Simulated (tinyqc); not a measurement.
## Gap voltage and exponent from three temperatures

Question. At constant current VBE(T) = Vg0 - a T - eta (kB T/q) ln T, where a is a constant. Find Vg0, eta and dVBE/dT at the middle temperature.

Constants: q = 1.602176634e-19 C, kB = 1.380649e-23 J/K. Results are converted to the units shown.

T (K): 273  300  360
VBE at a constant current (V): 0.7624230483  0.7096513034  0.5892605395

Solution. The relation is linear in Vg0, a and eta, so three points give a linear system; the slope is (VBE - Vg0 - eta kB T/q)/T. eta rests on the curvature of VBE(T) alone, so real fits need accuracy of some tens of microvolts or better.

Vg0 = 1.19 V
eta = 4.30
dVBE/dT = -1.97 mV/K

Numbers from tinyqc (`OMP_NUM_THREADS=1 python tinyqc.py 2062023 2062024 out.jsonl`; about 0.02 s on one thread of a shared Intel Xeon 2.30GHz).
